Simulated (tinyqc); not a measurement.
Interdiffusion of a quantum well during annealing: blurred potential and shift of the confined levels: one step, computed by the program tinyqc. Command: `OMP_NUM_THREADS=1 python tinyqc.py 3030508 3030509 out.jsonl qwi walk`. One thread of a shared host (Intel(R) Xeon(R) Processor @ 2.30GHz), about 0.07 s of CPU time with the checks.

A square well of width w is blurred by Fick diffusion with a constant coefficient; band offsets are linear in composition, masses are uniform, and strain and excitons are ignored.

Task: Diffusion length. D = D0 exp(-E/(k_B T)); L = sqrt(D t); share of well material at the centre erf(w/(4L)); 1 nm = 1e-7 cm. Temperatures in kelvin are T(C) + 273.15.

Inputs (values chosen for the exercise, modelled on InGaAs in InP):

| quantity | value | unit |
|---|---|---|
| well width w | 4.5 | nm |
| prefactor D0 | 0.2 | cm^2/s |
| activation energy E | 3.27 | eV |
| anneal temperature T | 720 | C |
| anneal time t | 360 | s |

Constants: k_B = 8.617333262e-05 eV/K.

Give: diffusivity D; diffusion length L; ratio L/w; share at the centre.

Result:

diffusivity D = 5.097e-18 cm^2/s

diffusion length L = 0.4283 nm

ratio L/w = 0.09519

share at the centre = 0.9998
